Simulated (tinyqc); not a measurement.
From one set of inputs to another, one input at a time: out-diffusion of a doped substrate or buried layer into a growing epitaxial film. Computed by tinyqc, a small Python program. Command: `OMP_NUM_THREADS=1 python tinyqc.py 3004372 3004373 out.jsonl buried ladder`. One thread of a shared host (Intel(R) Xeon(R) Processor @ 2.30GHz), about 0.01 s of CPU time with the checks.

x is counted from the original substrate surface into the film, whose surface moves as x = v t. Substrate dopant has one diffusivity; the dopant of the film is taken as uniform.

The inputs printed are set A. Set A is modelled on phosphorus in silicon; the values taken over come from a set modelled on boron in silicon. Inputs not listed in the table keep their values of set A, so the rows need not describe a real material.

Inputs (values chosen for the exercise, modelled on phosphorus in silicon):

| quantity | value | unit |
|---|---|---|
| prefactor D0 | 4.46 | cm^2/s |
| activation energy E | 3.68 | eV |
| substrate concentration C_s | 2.1e+18 | 1/cm^3 |
| film doping C_e | 1e+16 | 1/cm^3 |
| growth rate v | 1.4 | um/min |
| film thickness d | 3.8 | um |
| growth temperature T | 1200 | C |
| autodoping level at the start, as a share of C_s | 0.0004 | - |
| decay length of autodoping | 0.33 | um |
| later thermal budget (Dt)2 | 7.9e-12 | cm^2 |

Film doping: opposite type.

Constants: k_B = 8.617333262e-05 eV/K.

Method:
- D = D0 exp(-E/(k_B T)); growth time t = d/v; l = 2 sqrt(D t); growth number G = v t/l = d/l; 1 um = 1e-4 cm.
- Temperatures in kelvin are T(C) + 273.15.
- After growth and the later budget: l2 = 2 sqrt(D t + (Dt)2); C(x) = (C_s/2) erfc(x/l2) + share x C_s exp(-x/decay length) for x > 0 (autodoping taken as unchanged by the later budget). The transition x_t solves C(x) = C_e, the metallurgical junction.
- Usable film = d - x_t. Also give x_t for the erfc term alone, after growth and after the later budget.

Each row keeps all changes above it:

| input moved | from | to | x_t after growth, erfc alone (um) | x_t after the later budget, erfc alone (um) | growth number G |
|---|---|---|---|---|---|
| set A | - | - | 0.50122 | 0.51170 | 13.899 |
| later thermal budget (Dt)2 (cm^2) | 7.9e-12 | 2e-10 | 0.50122 | 0.72117 | 13.899 |
| film doping C_e (1/cm^3) | 1e+16 | 1.5e+15 | 0.61647 | 0.88700 | 13.899 |
| film thickness d (um) | 3.8 | 1.1 | 0.33168 | 0.71885 | 7.478 |
| prefactor D0 (cm^2/s) and activation energy E (eV) | 4.46, 3.68 | 1.17, 3.52 | 0.31903 | 0.71311 | 7.775 |
| substrate concentration C_s (1/cm^3) | 2.1e+18 | 7.5e+19 | 0.41094 | 0.91854 | 7.775 |
| decay length of autodoping (um) | 0.33 | 0.35 | 0.41094 | 0.91854 | 7.775 |

x_t after growth, erfc alone goes from 0.501 to 0.411, a factor 0.820 in all. The largest single move comes from film thickness d (a factor 0.538), and substrate concentration C_s works against it (a factor 1.29). x_t after the later budget, erfc alone goes from 0.512 to 0.919, a factor 1.80 in all. The largest single move comes from later thermal budget (Dt)2 (a factor 1.41), and film thickness d works against it (a factor 0.810). Growth number G goes from 13.9 to 7.77, a factor 0.559 in all. The largest single move comes from film thickness d (a factor 0.538). The single moves hold for this order of the switches; the total does not depend on the order.

Caution (rows substrate concentration C_s, decay length of autodoping): the transition comes within a diffusion length of the surface, so the surface matters and the simple erfc is rough. Caution (rows substrate concentration C_s, decay length of autodoping): the substrate doping is comparable to or above the intrinsic density at growth temperature, so the diffusivity may be higher on that side.

Extremes, crossings and ranges named in words are read from the listed rows.
